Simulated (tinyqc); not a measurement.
Square on-chip spiral inductor, lumped pi model: two steps of the calculation.

Outer diameter do = di + 2 n wd + 2 (n - 1) sp, mean da = (do + di)/2, fill p = (do - di)/(do + di), length l = 4 n da. L = 2.34 mu0 n^2 da/(1 + 2.75 p), mu0 = 4 pi 1e-7 H/m. Rs = rho l/(wd delta (1 - exp(-th/delta))), delta = sqrt(rho/(pi f mu0)). Cs = n wd^2 eps0 eo/hu across the coil. At each end Cox = l wd eps0 eo/(2 ho) leads to the substrate branch Rsi = 2 rs he/(l wd) in parallel with Csi = l wd eps0 11.7/(2 he). With one end grounded Y = 1/(Rs + i w L) + i w Cs + 1/[1/(i w Cox) + 1/(1/Rsi + i w Csi)], w = 2 pi f; Q = -Im Y/Re Y. Eddy currents in neighbouring turns and in the substrate are left out.

Parameters, values chosen for the exercise; values of the order met in silicon radio-frequency processes: number of turns n = 6.5; line width wd = 8 um; space between turns sp = 1.5 um; inner diameter di = 60 um; metal thickness th = 3 um; metal resistivity rho = 3 uohm cm; oxide below the coil ho = 7.3 um; oxide between coil and underpass hu = 1.4 um; relative permittivity of the oxide eo = 4.1; substrate resistivity rs = 1 ohm cm; effective spreading depth in the substrate he = 80 um; frequency f = 2.8 GHz.

Constants: eps0 = 8.8541878128e-12 F/m. Results are converted to the units shown.

Task 1. Geometry and model elements. do, l, L, delta, Rs, Cs, Cox, Rsi and Csi as defined.

Wanted: do; l; L; delta; Rs; Cs; Cox; Rsi; Csi.

Result 1.

do = 180.50 um
l = 3126.5 um
L = 6.2828 nH
delta = 1.6474 um
Rs = 8.4912 ohm
Cs = 10.787 fF
Cox = 62.191 fF
Rsi = 63.969 ohm
Csi = 16.194 fF

Task 2. Admittance, quality factor and apparent inductance. Series branch 1/(Rs + i w L), substrate branch, total Y, Q = -Im Y/Re Y, apparent inductance Im(1/Y)/w, metal-only value w L/Rs, share of the loss in the substrate Re(substrate branch)/Re Y.

L = 6.2827747 nH
Rs = 8.4912181 ohm
Cs = 10.786931 fF
Cox = 62.191087 fF
Rsi = 63.969295 ohm
Csi = 16.194332 fF

Wanted: series branch; substrate branch; Y; Q; apparent inductance; w L/Rs; share of the loss in the substrate.

Result 2.

series branch = 0.6909-8.9940i mS
substrate branch = 0.0760+1.0874i mS
Y = 0.7669-7.7169i mS
Q = 10.062
apparent inductance = 7.2938 nH
w L/Rs = 13.017
share of the loss in the substrate = 9.9080 %

Q is 77.3 % of the metal-only value.

Program tinyqc, `OMP_NUM_THREADS=1 python tinyqc.py 2302033 2302034 out.jsonl`; Intel Xeon 2.30GHz, shared host, one thread, about 0.01 s.
